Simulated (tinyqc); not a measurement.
Worked calculation: order-disorder in a binary alloy on two sublattices: Bragg-Williams and pair (quasi-chemical) approximations. Computed by tinyqc, a small Python program that keeps every step. Command: `OMP_NUM_THREADS=1 python tinyqc.py 3021264 3021265 out.jsonl order walk`. One thread of a shared host (Intel(R) Xeon(R) Processor @ 2.30GHz), about 0.01 s of CPU time with the checks. Intermediate numbers are printed to about 5 digits and carried at full precision; extremes and crossings named in words are read from the listed rows.

All z = 6 neighbours of a site lie on the other sublattice. B fills the sublattices with x + eta/2 and x - eta/2; energies are per site, from the pure components: u = -z w y with y the probability of an A-B bond taken in one order.

Inputs (values chosen for the exercise, for a model alloy): ordering energy w = (e_AA + e_BB)/2 - e_AB = 58.2 meV; fraction x of B = 0.5; temperature T = 1390 K.

Lattice: simple cubic (z = 6). Method: Newton steps.

scattering factors f_A, f_B (electrons): 23  48

Constants: k_B = 8.617333262e-05 eV/K.

## Critical temperatures

Bragg-Williams: k_B T_c = 2 z w x (1 - x). Pair approximation at x = 1/2: k_B T_c = w/ln(z/(z - 2)).

T_c, Bragg-Williams = 2026.1 K

T_c, pair approximation at x = 1/2 = 1665.7 K

At x = 1/2 the pair value is 0.822 of the Bragg-Williams one; the ratio tends to 1 as z grows.

## Long-range order, Bragg-Williams

Bragg-Williams: u = -z w [x (1 - x) + eta^2/4]; minimising f gives ln[a (1 - b)/(b (1 - a))] = 2 z w eta/(k_B T) =: ln Q, a = x + eta/2, b = x - eta/2. For given Q this is a quadratic for eta, (Q - 1) eta^2/4 - (Q + 1) eta/2 + (Q - 1) x (1 - x) = 0, smaller root: the map eta -> phi(eta). Newton steps on phi(eta) - eta, with the slope by central differences of 1e-6; start at 0.999 times 2x; stop when |phi - eta| < 1e-10.

Iteration:
```
step      eta  phi(eta)    phi - eta
1     0.99900   0.89691  -1.0209e-01
2     0.85621   0.84774  -8.4714e-03
3     0.84185   0.84175  -1.0550e-04
4     0.84167   0.84167  -1.7543e-08
5     0.84167   0.84167            0
```

order parameter eta = 0.84167

last residual = 0

Converged: eta is 84.2 % of its largest value 2x. Caution: T is near or above the T_c of the better pair approximation, so the true long-range order is lower than Bragg-Williams gives.

## Energy, entropy and site fractions

a = x + eta/2, b = x - eta/2; u = -z w [x (1 - x) + eta^2/4]; s/k_B = [s2(a) + s2(b)]/2, s2(c) = -c ln c - (1 - c) ln(1 - c); gain on ordering = f(eta) - f(0), f = u - T s. Superlattice over fundamental intensity = [eta (f_B - f_A)/2]^2/[(1 - x) f_A + x f_B]^2.

B fraction on its own sublattice = 0.92083

B fraction on the A sublattice = 0.079166

energy u = -149.14 meV/site

entropy s = 0.27673 k_B/site

gain on ordering = -11.965 meV/site

intensity ratio = 0.087830

The antisite fraction is 0.0792; the dilute estimate exp(-z w/(k_B T)) gives 0.0542.

## Short-range order at the Bragg-Williams T_c

Quasi-chemical disordered state, with T here the Bragg-Williams T_c and not the input T: y^2/[(1 - x - y)(x - y)] = exp(2 w/(k_B T)) =: E, so y = 2 x (1 - x)/(1 + r), r = sqrt(1 - 4 x (1 - x)(1 - 1/E)); Warren-Cowley alpha = 1 - y/(x (1 - x)); u = -z w y.

bond probability y = 0.29129

alpha of the disordered state at the Bragg-Williams T_c = -0.16514

energy of the disordered state = -101.72 meV/site

Short-range order already holds 17 % of the full ordering energy z w x^2, counted from the random alloy at -z w x (1 - x); Bragg-Williams puts none there.

## Both approximations at x = 1/2

At x = 1/2 the alloy is an Ising model with K = w/(2 k_B T). Bragg-Williams: eta = tanh(z K eta), neighbour correlation -eta^2. Pair: h = (z - 1) artanh(tanh K tanh h), eta = tanh(z h/(z - 1)), correlation -(tanh K + tanh^2 h)/(1 + tanh K tanh^2 h). T is given in units of the Bragg-Williams T_c at x = 1/2, z w/(2 k_B).

Order and neighbour correlation:
```
T/T_c   T (K)  eta, Bragg-Williams  correlation, Bragg-Williams  eta, pair  correlation, pair
0.30    607.8              0.99741                     -0.99483    0.99728           -0.99464
0.45    911.8              0.97398                     -0.94863    0.96897           -0.94178
0.55   1114.4              0.93553                     -0.87521    0.91387           -0.84867
0.65   1317.0              0.87207                     -0.76050    0.80308           -0.68837
0.75   1519.6              0.77552                     -0.60143    0.57532           -0.44235
0.85   1722.2              0.62950                     -0.39627    0.00000           -0.19360
0.95   1924.8              0.37949                     -0.14401    0.00000           -0.17366
1.10   2228.8              0.00000                      0.00000    0.00000           -0.15037
1.50   3039.2              0.00000                      0.00000    0.00000           -0.11066
```

The pair approximation loses long-range order between T/T_c = 0.75 and 0.85, at 1666 K, and keeps a correlation of -0.111 in the last row. At its own T_c the correlation is -1/(z - 1) = -0.200, so the fewer the neighbours, the more of the ordering energy is released above T_c.

Checks made by the program: eta against bracketed root finding (relative difference below 1e-10).
